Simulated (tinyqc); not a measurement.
Worked calculation: standing waves and exposure in a photoresist film. Values are carried at full precision from step to step, so a last printed digit may differ when a step is redone from the rounded ones.

Normal incidence from air. Unexposed resist: N1 = n1 + i k1 with k1 = (A + B) lam/(4 pi), lam in micrometres. r01 = (1 - N1)/(1 + N1), t01 = 2/(1 + N1). Below the resist lie the layer Na = na + i ka and the substrate Ns = ns + i ks: r12 = (r1a + ras x)/(1 + r1a ras x), x = exp(4 pi i Na da/lam), r1a = (N1 - Na)/(N1 + Na), ras = (Na - Ns)/(Na + Ns). With p = exp(2 pi i N1 d/lam), the field at depth z is E(z) = t01 [exp(2 pi i N1 z/lam) + r12 p^2 exp(-2 pi i N1 z/lam)]/(1 + r01 r12 p^2), the relative intensity I(z) = n1 |E(z)|^2 and the reflectance R = |(r01 + r12 p^2)/(1 + r01 r12 p^2)|^2.

Parameters, chosen for this exercise (a resist on Cu, indices near tabulated ones; shifted at random, so the results belong to these values and not to a real crystal):
- lam = 193 nm (vacuum wavelength)
- n1 = 1.67 (resist index)
- A = 0.08 1/micrometre (bleachable absorption (Dill A))
- B = 0.61 1/micrometre (fixed absorption (Dill B))
- d = 203 nm (resist thickness)
- ns = 0.968 (substrate n)
- ks = 1.419 (substrate k)
- na = 1.8 (n of the bottom antireflection layer)
- ka = 0.289 (its k)
- da = 47 nm (its thickness)
- C = 0.038 cm^2/mJ (exposure rate (Dill C))
- D = 80 mJ/cm^2 (incident dose)
- Ld = 30 nm (diffusion length of the post-exposure bake)

## Interface coefficients

Form N1, r01, t01 and r12.

N1 = 1.67000+0.01060i
r01 = -0.2509-0.0030i
t01 = 0.7491-0.0030i
r12 = -0.1619-0.2123i
|r12|^2 = 0.0713

Next to the bottom the intensity swings by a factor ((1 + |r12|)/(1 - |r12|))^2 = 2.99 between antinode and node; without the layer |r12|^2 would be 0.2751.

## Round trip and reflectance

Form p^2, the denominator and R; the period of the standing wave is lam/(2 n1).

p^2 = -0.8664-0.0712i
1 + r01 r12 p^2 = 0.9692-0.0494i
R = 0.0561
period = 57.78 nm

The film holds 3.51 periods.

## Intensity and exposure over the lowest period

Nine depths from d - period to d. Without bleaching during the exposure the share of unexposed compound is m = exp(-C D I).

Profile:

| z (nm) | I | m |
|---|---|---|
| 145.2 | 0.679 | 0.127 |
| 152.4 | 0.497 | 0.220 |
| 159.7 | 0.584 | 0.170 |
| 166.9 | 0.885 | 0.068 |
| 174.1 | 1.223 | 0.024 |
| 181.3 | 1.396 | 0.014 |
| 188.6 | 1.302 | 0.019 |
| 195.8 | 0.992 | 0.049 |
| 203.0 | 0.647 | 0.140 |

I runs from 0.497 to 1.396 on these points, so m runs from 0.014 to 0.220; the least exposed point listed lies 50.6 nm above the bottom.

## Smoothing by the bake

Gaussian diffusion of length Ld multiplies a cosine of period L by exp(-2 pi^2 Ld^2/L^2). Give that factor, and the Ld that leaves 10 %.

factor = 0.00489
Ld for 10 % = 19.74 nm

## Checks

- R against the transfer-matrix product: both 0.056139.

tinyqc: `OMP_NUM_THREADS=1 python tinyqc.py 1681884 1681885 out.jsonl`; about 0.01 s, one thread, shared Intel(R) Xeon(R) Processor @ 2.30GHz.
